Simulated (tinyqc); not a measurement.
# Admittance spectroscopy and thermally stimulated current of one trap level in a depletion layer, step by step

A worked calculation. Computed by tinyqc, a small Python program that keeps every step. Command: `OMP_NUM_THREADS=1 python tinyqc.py 3114227 3114228 out.jsonl admit walk`. One thread of a shared host (Intel(R) Xeon(R) Processor @ 2.30GHz), about 0.01 s of CPU time with the checks. Intermediate numbers are printed to about 5 digits and carried at full precision; extremes and crossings named in words are read from the listed rows.

A Schottky junction on n-type material holds one donor-like electron trap; shallow donors are fully ionised and abrupt depletion edges are assumed.

Inputs (values chosen for the exercise, modelled on n-type 4H-SiC):
```
quantity                         value    unit
dielectric constant eps           9.89       -
density-of-states mass m         0.783     m_0
shallow doping N               3.1e+16  1/cm^3
trap density N_t               8.5e+15  1/cm^3
trap depth E_t below the band    0.543      eV
capture cross section sigma    3.7e-15    cm^2
band bending V_b                   2.4       V
test frequency f                 30000      Hz
heating rate beta                  1.3     K/s
```

Constants: k_B = 1.380649e-23 J/K; m_0 = 9.1093837015e-31 kg; h = 6.62607015e-34 J s; k_B = 8.617333262e-05 eV/K; eps_0 = 8.8541878128e-12 F/m; e = 1.602176634e-19 C.

## Temperature of the peak

N_c = 2 (2 pi m k_B T/h^2)^(3/2), v_th = sqrt(3 k_B T/m), emission rate e_n = sigma v_th N_c exp(-E_t/(k_B T)). Where the level crosses the Fermi level capture equals emission, so the trap follows the signal with the rate 2 e_n; G/omega peaks at omega = 2 e_n (the correction for large N_t/N is left out). Solve 2 e_n(T_p) = 2 pi f.

peak temperature T_p = 381.97 K

N_c at T_p = 2.4979e+19 1/cm^3

e_n at T_p = 94248 1/s

E_c - E_F = k_B T_p ln(N_c/N) = 0.22026 eV

## The capacitance step

With E_c - E_F = k_B T_p ln(N_c/N): lambda = sqrt(2 eps eps_0 (E_t - (E_c - E_F))/(e^2 N)); traps are empty and charged for x < x_t = w - lambda, and V_b = e (N w^2 + N_t x_t^2)/(2 eps eps_0). High frequency: C_hf = eps eps_0/w. Low frequency: C_lf = eps eps_0 (N + N_t)/(N w + N_t x_t).

lambda = 106.68 nm

depletion width w = 276.91 nm

crossing point x_t = 170.24 nm

C_hf = 31.623 nF/cm^2

C_lf = 34.481 nF/cm^2

step (C_lf - C_hf)/C_hf = 0.090393

small-N_t estimate (N_t/N)(lambda/w) = 0.10563

Reading N_t/N straight from the step would give 0.0904 against the true 0.274: the factor lambda/w must be known.

## Scan in temperature at fixed frequency

With x = omega/(2 e_n): C = C_hf + (C_lf - C_hf)/(1 + x^2), G/omega = (C_lf - C_hf) x/(1 + x^2); C_hf and C_lf are held at their values at T_p.

Admittance:
```
T (K)  omega/(2 e_n)  C (nF/cm^2)  G/omega (nF/cm^2)
336.1         12.270       31.642             0.2314
351.4          4.962       31.734             0.5536
362.9          2.636       31.982             0.9480
374.3          1.460       32.535             1.3326
382.0          0.998       33.054             1.4292
389.6          0.696       33.549             1.3401
401.1          0.413       34.065             1.0083
416.3          0.216       34.354             0.5898
435.4          0.102       34.452             0.2875
```

The peak of G/omega is half the step, 1.43 nF/cm^2. Its full width is near 2 ln(2 + sqrt3) k_B T_p^2/(E_t + 2 k_B T_p) = 54.4 K.

## Arrhenius plot

T_p for 0.1, 0.3, 1, 3 and 10 f; least-squares lines of ln(e_n/T^2) and of ln(e_n) against 1/(k_B T), e_n = pi f; sigma = exp(intercept)/(v_th N_c/T^2).

Peaks:
```
f (Hz)  T_p (K)  1/(k_B T) (1/eV)  ln(e_n/T^2)  ln(e_n)
3000     339.45            34.187      -2.5035    9.151
9000     358.55            32.365      -1.5144   10.250
30000    381.97            30.381      -0.4370   11.454
90000    406.00            28.582       0.5396   12.552
300000   435.83            26.626       1.6018   13.756
```

depth from e_n/T^2 = 0.543 eV

cross section from the intercept = 3.70e-15 cm^2

depth without the T^2 = 0.60905 eV

Leaving out T^2 adds 66 meV, near 2 k_B T_p = 66 meV.

## Thermally stimulated current

Thermally stimulated current without retrapping: filled share n(T) = exp(-(1/beta) int e_n dT), current proportional to e_n n; the peak obeys beta (E_t/(k_B T^2) + 2/T) = e_n(T). The integral starts at 0.5 T_m and uses 4000 trapezoid steps to 1.2 T_m. Chen's first-order estimate from the full width W = T_2 - T_1 between the half-height points: E = 2.52 k_B T_m^2/W - 2 k_B T_m.

peak temperature T_m = 220.58 K

lower half-height T_1 = 210.72 K

upper half-height T_2 = 227.65 K

filled share at T_m = 0.38986

E_t/(k_B T_m) = 28.566

symmetry factor (T_2 - T_m)/(T_2 - T_1) = 0.41766

depth by Chen's formula = 0.58614 eV

The slow ramp empties the trap at 221 K, far below the admittance peak at 382 K, since the rate asked for is 0.18 per second instead of 94000. Chen's formula, made for a constant prefactor, gives 43 meV more than E_t.

Checks made by the program: C_lf against dQ/dV by differences (relative difference below 1e-10); depth recovered (relative difference below 1e-10); peak of the integrated curve (relative difference 2e-05).
